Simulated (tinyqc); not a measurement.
## Threshold-voltage variability of a planar MOSFET, analytic estimates: effect of the metal grain size

Three independent sources add in quadrature: random dopants in the depleted layer, metal-gate grains of two orientations, and roughness of the two gate edges acting through the roll-off VT = VT(long) - Vr exp(-L/l). These are first-order estimates: no three-dimensional electrostatics, no percolation.

ni = sqrt(Nc Nv) exp(-Eg/(2 Vt)), Eg in volts; Cox = 3.9 eps0/ti; Wd = sqrt(4 eps0 eps_r Vt ln(Na/ni)/(q Na)); dopants: s1 = (q/Cox) sqrt(Na Wd/(3 L W)). Grains: Ng = L W/G^2 (at least 1), s2 = dW sqrt(p (1 - p)/Ng). Edges, with exponential correlation and u = W/La: the mean gate length has sL^2 = 2 De^2 (2/u)[1 - (1 - exp(-u))/u]; s3 = sL (Vr/l) exp(-L/l). s = sqrt(s1^2 + s2^2 + s3^2). l and Vr are held fixed.

Values chosen for this exercise; material values close to those of silicon:
```
symbol,value,unit,meaning
T,300,K,temperature
Eg,1.1,eV,band gap
eps_r,11.7,,relative permittivity of the semiconductor
Nc,2.74e19,cm^-3,conduction-band density of states at T
Nv,2.64e19,cm^-3,valence-band density of states at T
Na,1e18,cm^-3,channel doping
ti,1.1,nm,oxide-equivalent thickness in inversion
L,32,nm,gate length
W,150,nm,gate width
dW,0.3,eV,work-function difference of the two grain orientations
p,0.3,,share of the orientation of higher work function
De,0.7,nm,rms roughness of one gate edge
La,30,nm,correlation length of the roughness
l,5.6,nm,decay length of the threshold roll-off
Vr,2.5,V,prefactor of the roll-off
```

Constants: q = 1.602176634e-19 C, kB = 1.380649e-23 J/K, Vt = kB T/q, eps0 = 8.8541878128e-14 F/cm where lengths are in cm. Results are converted to the units shown.

The same in every row: s1 (mV) = 7.920; s3 (mV) = 0.8253.

Effect of the metal grain size:
```
G (nm),s2 (mV),s (mV),s sqrt(L W) (mV um)
2,3.969,8.897,0.6164
3,5.953,9.942,0.6888
5,9.922,12.72,0.8814
7,13.89,16.01,1.109
10,19.84,21.38,1.481
14,27.78,28.90,2.002
20,39.69,40.48,2.804
```

Read the table: what changes, and by how much?

As G goes from 2 to 20 nm, s rises from 8.90 to 40.5 mV. The largest source is the dopants in the first row and the grains in the last. In every row the depletion depth exceeds L, so source and drain share much of the charge and s1 is rough.

Numbers from tinyqc (`OMP_NUM_THREADS=1 python tinyqc.py 2090003 2090004 out.jsonl`; about 0.01 s on one thread of a shared Intel Xeon 2.30GHz).
